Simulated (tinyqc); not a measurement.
Gain of the pnp from the holding current.

Question. On state with both base-emitter voltages at Von: npn base current Ib = (Von/Rs + bp Von/Rw)/(bn bp - 1), holding current Ih = (bn + 1) Ib + Von/Rs. Find bp.

Values chosen for this exercise: current gain of the npn bn = 7.6; substrate resistance shunting the npn Rs = 660 ohm; well resistance shunting the pnp Rw = 430 ohm; base-emitter voltage in the on state Von = 0.73 V.

Ih = 3.6622896 mA

Answer. Ih gives Ib, and Ib (bn bp - 1) = Von/Rs + bp Von/Rw is linear in bp.

bp = 2.500

Program tinyqc, `OMP_NUM_THREADS=1 python tinyqc.py 2670117 2670118 out.jsonl`; Intel Xeon 2.30GHz, shared host, one thread, about 0.07 s.
